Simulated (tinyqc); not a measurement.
# Worked calculation: resistance of a tapered via with liner, size effect and interface

Program tinyqc, `OMP_NUM_THREADS=1 python tinyqc.py 2750017 2750018 out.jsonl`; Intel Xeon 2.30GHz, shared host, one thread, about 0.01 s. Printed values are rounded.

A round via whose diameter grows from db at the bottom as D(z) = db + 2 z/tan(ang). The fill, of diameter D - 2 tl, starts above the bottom liner (thickness fb tl) and has rho = rho0 (1 + ks lam/(D - 2 tl)); the sidewall liner conducts in parallel with it. The bottom liner and the interface are crossed over the full area pi db^2/4. Spreading in the lines above and below is left out.

Inputs (values chosen for the exercise); fill metal close to molybdenum:
- db = 26 nm (diameter at the bottom)
- hv = 52 nm (height)
- ang = 89 degrees (sidewall angle)
- rho0 = 5.39 uohm cm (bulk resistivity of the fill)
- lam = 11.4 nm (mean free path of the fill)
- ks = 0.9 (size-effect factor)
- tl = 0.2 nm (liner on the sidewall)
- fb = 1 (liner at the bottom over that on the sidewall)
- rl = 240 uohm cm (resistivity of the liner)
- ri = 1.4e-12 ohm cm^2 (interface resistivity at the bottom)
- Sb = 1.3e15 S/m^2 (ballistic conductance per area, about 3/(4 rho0 lam))

## Slices of the via

Slices between z0 = fb tl and hv, evaluated at their midpoints: conductance per length pi/4 [(D - 2 tl)^2/rho + (D^2 - (D - 2 tl)^2)/rl], slice resistance = slice height over that. 9 slices.

| slice | z (nm) | D (nm) | rho (uohm cm) | slice resistance (ohm) |
|---|---|---|---|---|
| 0 | 3.07778 | 26.1074 | 7.54118 | 0.835394 |
| 1 | 8.83333 | 26.3084 | 7.52450 | 0.820675 |
| 2 | 14.5889 | 26.5093 | 7.50807 | 0.806336 |
| 3 | 20.3444 | 26.7102 | 7.49190 | 0.792364 |
| 4 | 26.1 | 26.9112 | 7.47597 | 0.778747 |
| 5 | 31.8556 | 27.1121 | 7.46028 | 0.765473 |
| 6 | 37.6111 | 27.3130 | 7.44482 | 0.752530 |
| 7 | 43.3667 | 27.5139 | 7.42959 | 0.739908 |
| 8 | 49.1222 | 27.7149 | 7.41459 | 0.727597 |

## Total resistance

R_fill = sum of the slices; R_bottom = rl fb tl/(pi db^2/4); R_interface = ri/(pi db^2/4); ballistic (Sharvin) limit 1/(Sb pi (db - 2 tl)^2/4); ideal cylinder rho0 hv/(pi db^2/4).

parts (ohm): fill 7.01902, bottom liner 0.904075, interface 0.263689
R = 8.18679 ohm
shares (%): fill 85.7360, bottom liner 11.0431, interface 3.2209
ballistic limit = 1.49447 ohm
ideal cylinder = 5.27905 ohm

The fill is the largest part, and R is 1.55 times the ideal cylinder. With 2000 slices R = 8.1869 ohm.
